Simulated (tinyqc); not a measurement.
Capacitance measurement on a leaky thin oxide: effects of series resistance and leakage: two steps of the calculation.

The device is a capacitance C in parallel with a leakage conductance G, in series with Rs and Ls. An impedance meter reports either a parallel pair (Cp, Gp) from Y = 1/Z = Gp + i w Cp or a series pair (Cs, Rm) from Z = Rm + 1/(i w Cs); w = 2 pi f, dissipation D = Gp/(w |Cp|).

Parameters, values chosen for the exercise; values of the order met in thin-oxide MOS capacitors:
- eox = 22.5 (relative permittivity of the gate insulator (close to hafnium oxide))
- tox = 8.7 nm (insulator thickness)
- A = 400 um^2 (gate area)
- zc = 0.32 nm (oxide-equivalent thickness added by the accumulation layer)
- zp = 0.19 nm (oxide-equivalent thickness added by gate depletion)
- Jg = 2 A/cm^2 (gate leakage current density, not matched to the thickness)
- Vs = 0.39 V (voltage for an e-fold rise of the leakage)
- Rs = 150 ohm (series resistance)
- Ls = 0 nH (series inductance)
- f = 2e5 Hz (measuring frequency)

Constants: eps0 = 8.8541878128e-14 F/cm where lengths are in cm. Results are converted to the units shown.

Problem 1. True capacitance and conductance. EOT = 3.9 tox/eox; CET = EOT + zc + zp; C = 3.9 eps0 A/CET; G = Jg A/Vs.

Find: EOT; CET; C; G.

Solution 1.

EOT = 1.508 nm
CET = 2.018 nm
C = 6.845 pF
G = 20.51 uS

Problem 2. What the meter reports. Z = Rs + i w Ls + 1/(G + i w C).

C = 6.8446645 pF
G = 20.512821 uS

Wanted: Z; Cp; Gp; Cs; D.

Solution 2.

Z = (4.161-1.738i) x 1e4 ohm
Cp = 6.803 pF
Gp = 20.46 uS
Cs = 45.77 pF
D = 2.393

Cp is 0.61 % below C and Cs is 6.69 times it; G Rs = 0.00308, w C Rs = 0.00129 and G/(w C) = 2.38.

Numbers from tinyqc (`OMP_NUM_THREADS=1 python tinyqc.py 2022115 2022116 out.jsonl`; about 0.01 s on one thread of a shared Intel Xeon 2.30GHz).
